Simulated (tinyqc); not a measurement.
Schottky barrier on an n-type semiconductor with a doping step, non-linear Poisson equation by Newton steps: two steps of the calculation.

One dimension, metal at x = 0, donor density C(x) = N1 for x < x1 and Nd beyond. Energies are counted from the electron Fermi level of the semiconductor and the conduction-band edge is Ec = -psi, so n = Nc exp(psi/Vt); holes follow the Fermi level of the metal, at -V, so p = Nv exp((V - psi - Eg)/Vt). Ends: psi(0) = V - phiB and psi = Vt ln(Nd/Nc) deep inside. Boltzmann statistics, full ionisation, no current, no image force in the Poisson equation.

Inputs (values chosen for the exercise); band and dielectric values those of a made-up semiconductor:
- T = 300 K (temperature)
- Eg = 1.55 eV (band gap)
- eps_r = 10.5 (relative permittivity)
- Nc = 5.34e17 cm^-3 (conduction-band density of states at T)
- Nv = 8.65e18 cm^-3 (valence-band density of states at T)
- Nd = 2.2e16 cm^-3 (donor density deep in the semiconductor)
- phiB = 0.92 eV (barrier height)
- V = 0.23 V (bias of the metal against the semiconductor)

Constants: q = 1.602176634e-19 C, kB = 1.380649e-23 J/K, Vt = kB T/q, eps0 = 8.8541878128e-14 F/cm where lengths are in cm. Results are converted to the units shown.

Task 1. End potentials, built-in voltage, Debye length. psi_0 = V - phiB, psi_b = Vt ln(Nd/Nc), Vbi = phiB - Vt ln(Nc/Nd), LD = sqrt(eps0 eps_r Vt/(q Nd)), W = sqrt(2 eps0 eps_r (Vbi - V)/(q Nd)), hole density at the metal p_0 = Nv exp((phiB - Eg)/Vt).

Find: psi_0; psi_b; Vbi; LD; W for uniform Nd; p_0.

Result 1.

psi_0 = -0.69000 V
psi_b = -0.082451 V
Vbi = 0.83755 V
LD = 26.113 nm
W for uniform Nd = 179.02 nm
p_0 = 2.2567e8 cm^-3

The hole density at the metal is 1.0e-8 times Nd, so holes hardly matter.

Task 2. Densities, residual and Jacobian diagonal. n_i = Nc exp(psi_i/Vt), p_i = Nv exp((V - psi_i - Eg)/Vt), rho_i = p_i - n_i + C_i, g_i = (n_i + p_i)/Vt. Box widths w_i = (h_(i-1) + h_i)/2 in cm. Residual F_i = a_i (psi_(i+1) - psi_i) - a_(i-1) (psi_i - psi_(i-1)) + q rho_i w_i; Jacobian: a_(i-1) and a_i beside the diagonal, b_i = -a_(i-1) - a_i - q g_i w_i on it. The two end nodes are fixed.

| node | x (nm) | psi at the start (V) | donor density C (cm^-3) |
|---|---|---|---|
| 0 | 0 | -0.69000000 | 2.2e15 |
| 1 | 19 | -0.67104527 | 2.2e15 |
| 2 | 43.7 | -0.64640413 | 2.2e15 |
| 3 | 75.8 | -0.61438062 | 2.2e15 |
| 4 | 118 | -0.57228118 | 2.2e15 |
| 5 | 172 | -0.51840985 | 2.2e16 |
| 6 | 243 | -0.44757904 | 2.2e16 |
| 7 | 334 | -0.35679588 | 2.2e16 |
| 8 | 454 | -0.23708182 | 2.2e16 |
| 9 | 609 | -0.08245116 | 2.2e16 |

| interval | coupling a_i (F/cm^2) |
|---|---|
| 0 | 4.8931038e-7 |
| 1 | 3.7639260e-7 |
| 2 | 2.8962297e-7 |
| 3 | 2.2030562e-7 |
| 4 | 1.7216476e-7 |
| 5 | 1.3094221e-7 |
| 6 | 1.0216371e-7 |
| 7 | 7.7474143e-8 |
| 8 | 5.9979982e-8 |

Wanted: n; p; residual F; diagonal b.

Result 2.

| node | n (cm^-3) | p (cm^-3) |
|---|---|---|
| 0 | 1.368e6 | 2.257e8 |
| 1 | 2.848e6 | 1.084e8 |
| 2 | 7.386e6 | 4.179e7 |
| 3 | 2.549e7 | 1.211e7 |
| 4 | 1.299e8 | 2.376e6 |
| 5 | 1.044e9 | 2.957e5 |
| 6 | 1.616e10 | 1.910e4 |
| 7 | 5.415e11 | 570.0 |
| 8 | 5.556e13 | 5.556 |
| 9 | 2.200e16 | 0.01403 |

| node | residual F (1e-8 C/cm^2) | diagonal b (F/cm^2) |
|---|---|---|
| 1 | 0.077 | -8.657e-7 |
| 2 | 0.100 | -6.660e-7 |
| 3 | 0.131 | -5.099e-7 |
| 4 | 0.170 | -3.925e-7 |
| 5 | 2.203 | -3.031e-7 |
| 6 | 2.855 | -2.331e-7 |
| 7 | 3.719 | -1.797e-7 |
| 8 | 4.834 | -1.422e-7 |

tinyqc, about 0.07 s, one thread, Intel Xeon 2.30GHz (shared host): `OMP_NUM_THREADS=1 python tinyqc.py 2020038 2020039 out.jsonl`
